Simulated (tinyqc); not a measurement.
Electron-beam lithography: double-Gaussian proximity function, edge placement and dose correction for parallel lines: one step, computed by the program tinyqc.

Lines are infinitely long. Absorbed energy is counted so that the middle of a very large area written at dose 1 receives 1; the resist develops where it exceeds 1/2.

Question. Dose correction. Uncorrected edge energies are M 1. Solve M d = 1/2 for the doses d that put the mean edge energy of every line at the threshold.

M:
```
,1,2,3,4
1,0.3564730,0.1488192,0.0022507,0.0000001
2,0.0625829,0.4505289,0.0378220,0.0000185
3,0.0015075,0.0332503,0.4929737,0.0054675
4,0.0000005,0.0001924,0.2158442,0.2600503
```

Give: edge energies at dose 1; corrected doses; largest over smallest dose.

Answer.

edge energies at dose 1: 1 0.5075, 2 0.5510, 3 0.5332, 4 0.4761

corrected doses: 1 1.026, 2 0.888, 3 0.939, 4 1.143

largest over smallest dose = 1.287
